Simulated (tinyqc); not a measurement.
# Resistance of a tapered via with liner, size effect and interface: effects of single changes

A round via whose diameter grows from db at the bottom as D(z) = db + 2 z/tan(ang). The fill, of diameter D - 2 tl, starts above the bottom liner (thickness fb tl) and has rho = rho0 (1 + ks lam/(D - 2 tl)); the sidewall liner conducts in parallel with it. The bottom liner and the interface are crossed over the full area pi db^2/4. Spreading in the lines above and below is left out.

Values chosen for this exercise; fill metal close to tungsten:
- db = 9.9 nm (diameter at the bottom)
- hv = 18 nm (height)
- ang = 86 degrees (sidewall angle)
- rho0 = 5.38 uohm cm (bulk resistivity of the fill)
- lam = 15.5 nm (mean free path of the fill)
- ks = 1.4 (size-effect factor)
- tl = 2 nm (liner on the sidewall)
- fb = 0.5 (liner at the bottom over that on the sidewall)
- rl = 370 uohm cm (resistivity of the liner)
- ri = 5e-12 ohm cm^2 (interface resistivity at the bottom)
- Sb = 9.1e14 S/m^2 (ballistic conductance per area, about 3/(4 rho0 lam))
- rho2 = 5.27 uohm cm (bulk resistivity of the second fill (close to molybdenum))
- lam2 = 11 nm (its mean free path)
- tl2 = 0.3 nm (its liner)

Each table varies one quantity; the others keep the values above.

## Via resistance against the diameter at the bottom

Slices between z0 = fb tl and hv, evaluated at their midpoints: conductance per length pi/4 [(D - 2 tl)^2/rho + (D^2 - (D - 2 tl)^2)/rl], slice resistance = slice height over that. 2000 slices. R_fill = sum of the slices; R_bottom = rl fb tl/(pi db^2/4); R_interface = ri/(pi db^2/4); ballistic (Sharvin) limit 1/(Sb pi (db - 2 tl)^2/4); ideal cylinder rho0 hv/(pi db^2/4).

Via resistance against the diameter at the bottom:

| db (nm) | R_fill (ohm) | R_bottom (ohm) | R_interface (ohm) | R (ohm) | ballistic limit (ohm) | R over ideal cylinder | largest part |
|---|---|---|---|---|---|---|---|
| 6 | 631.3 | 130.9 | 17.68 | 779.8 | 349.8 | 22.77 | fill |
| 8.3 | 167.8 | 68.38 | 9.241 | 245.4 | 75.67 | 13.71 | fill |
| 11 | 58.84 | 38.93 | 5.261 | 103.0 | 28.55 | 10.11 | fill |
| 16 | 16.99 | 18.40 | 2.487 | 37.88 | 9.716 | 7.866 | bottom liner |
| 22 | 6.562 | 9.733 | 1.315 | 17.61 | 4.318 | 6.913 | bottom liner |
| 30 | 2.782 | 5.234 | 0.7074 | 8.724 | 2.070 | 6.368 | bottom liner |
| 42 | 1.164 | 2.671 | 0.3609 | 4.196 | 0.9690 | 6.002 | bottom liner |
| 58 | 0.5283 | 1.400 | 0.1892 | 2.118 | 0.4798 | 5.778 | bottom liner |
| 80 | 0.2490 | 0.7361 | 0.09947 | 1.085 | 0.2422 | 5.629 | bottom liner |

Read the table: what changes, and by how much?

R falls from 780 to 1.08 ohm. The fill is the largest part at db = 6, the bottom liner from 16 on. R goes as db^(-3.56) between the first two rows and db^(-2.08) between the last two; area alone gives -2. For db = 6, 16, 22, 30, 42, 58, 80 the ballistic limit exceeds half of R_fill, so the diffusive model understates R.

## Via resistance against the interface resistivity at the bottom

Same model as above.

2000 slices.

The same in every row: R_fill (ohm) = 85.96; R_bottom (ohm) = 48.07; ballistic limit (ohm) = 40.19.

Via resistance against the interface resistivity at the bottom:

| ri (ohm cm^2) | R_interface (ohm) | R (ohm) | R over ideal cylinder | largest part |
|---|---|---|---|---|
| 2e-13 | 0.2598 | 134.3 | 10.67 | fill |
| 5e-13 | 0.6495 | 134.7 | 10.71 | fill |
| 1e-12 | 1.299 | 135.3 | 10.76 | fill |
| 2e-12 | 2.598 | 136.6 | 10.86 | fill |
| 6e-12 | 7.795 | 141.8 | 11.27 | fill |
| 1e-11 | 12.99 | 147.0 | 11.69 | fill |
| 3e-11 | 38.97 | 173.0 | 13.75 | fill |

What does the comparison show?

R rises from 134 to 173 ohm. The fill is the largest part at ri = 2e-13 and in all other rows. The share of the two bottom terms goes from 36.0 to 50.3 %.

## Two fill metals against the diameter

2000 slices. R_fill = sum of the slices; R_bottom = rl fb tl/(pi db^2/4); R_interface = ri/(pi db^2/4). The second fill has rho2, lam2 and tl2 in place of rho0, lam and tl.

Results:

| db (nm) | R, first fill (ohm) | R, second fill (ohm) | ratio second/first |
|---|---|---|---|
| 6 | 779.8 | 131.1 | 0.1681 |
| 8.5 | 226.9 | 57.74 | 0.2545 |
| 12 | 80.62 | 26.06 | 0.3233 |
| 17 | 32.59 | 11.87 | 0.3641 |
| 35 | 6.219 | 2.446 | 0.3932 |
| 49 | 3.022 | 1.196 | 0.3957 |
| 70 | 1.430 | 0.5662 | 0.3959 |
| 100 | 0.6849 | 0.2706 | 0.3951 |

Estimate the missing row, db = 24 nm.

Computed row:

| db (nm) | R, first fill (ohm) | R, second fill (ohm) | ratio second/first |
|---|---|---|---|
| 24 | 14.41 | 5.536 | 0.3842 |

With this row back in the table: The ratio goes from 0.168 to 0.395. The second fill gives the lower R in every row.

Numbers from tinyqc (`OMP_NUM_THREADS=1 python tinyqc.py 2750189 2750190 out.jsonl`; about 0.01 s on one thread of a shared Intel Xeon 2.30GHz).
